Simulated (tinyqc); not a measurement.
# Two-junction solar cell, detailed-balance limit, step by step

Program tinyqc, `OMP_NUM_THREADS=1 python tinyqc.py 2820046 2820047 out.jsonl`; Intel Xeon 2.30GHz, shared host, one thread, about 0.01 s. Printed values are rounded.

The top cell takes all photons above E1, the bottom cell those between E2 and E1. Each cell follows J = Jsc - J0 (exp(V/Vt) - 1) with J0 = q ge Phi(gap, T)/ERE; light emitted by one cell and absorbed by the other is left out. In series both carry one current; wired apart (four terminals) each works at its own maximum power point. Efficiencies are counted against Pin = fs X sigma Ts^4.

Inputs (values chosen for the exercise): cell temperature T = 280 K; temperature of the black-body sun Ts = 7000 K; share of the hemisphere filled by the sun fs = 2.16e-5; concentration X = 1; external radiative efficiency ERE = 0.01; number of faces that emit ge = 1; gap of the bottom cell E2 = 1.09 eV; gap of the top cell E1 = 1.73 eV.

Constants: q = 1.602176634e-19 C, kB = 1.380649e-23 J/K, h = 6.62607015e-34 J s, c = 299792458 m/s, Vt = kB T/q. Results are converted to the units shown.

## Photocurrents and dark currents

Photon flux above E from a black body at temperature T into a hemisphere: Phi(E, T) = A sum_k exp(-k E/th)[E^2 th/k + 2 E th^2/k^2 + 2 th^3/k^3], k = 1, 2, ..., with th = kB T/q in eV and A = 2 pi q^3/(h^3 c^2). J1 = q fs X Phi(E1, Ts), J2 = q fs X [Phi(E2, Ts) - Phi(E1, Ts)], J01 and J02 as above; sigma = 2 pi^5 kB^4/(15 h^3 c^2).

J1 = 69.5310 mA/cm^2
J2 = 46.1082 mA/cm^2
J01 = 8.54512e-24 mA/cm^2
J02 = 1.14046e-12 mA/cm^2
Pin = 294.075 mW/cm^2

The bottom cell limits the series current; the other has 51 % more.

## The series curve

J, point 0 to 7 (mA/cm^2): [0, 23.05, 36.89, 41.5, 43.34, 44.26, 45.19, 45.88]

V1 = Vt ln((J1 - J)/J01 + 1), V2 = Vt ln((J2 - J)/J02 + 1), power J (V1 + V2).

```
point   V1 (V)    V2 (V)  power (mW/cm^2)
0      1.38398  0.755961                0
1      1.37426  0.739241          48.7161
2      1.36573  0.717119          76.8363
3      1.36206  0.700389          85.5915
4      1.36042  0.688093          88.7824
5      1.35955  0.678345          90.1974
6      1.35865  0.661466          91.2890
7      1.35796  0.627876          91.1100
```

Among these points the power is largest at J = 45.19 mA/cm^2.

## Maximum power, in series and apart

In series V(J) = Vt [ln((J1 - J)/J01 + 1) + ln((J2 - J)/J02 + 1)], and J V(J) is largest where V = J Vt [1/(J1 - J + J01) + 1/(J2 - J + J02)]. Apart, each cell has (1 + v) exp(v) = 1 + Jsc/J0 at its maximum power point, v = Vmp/Vt.

series Jmp = 45.5481 mA/cm^2
series Vmp = 2.00783 V
series efficiency = 31.0985 %
top cell alone = 29.8832 %
bottom cell behind it = 10.2141 %

Wired apart the cells give 40.10 %; the series connection loses 9.0 points of that.
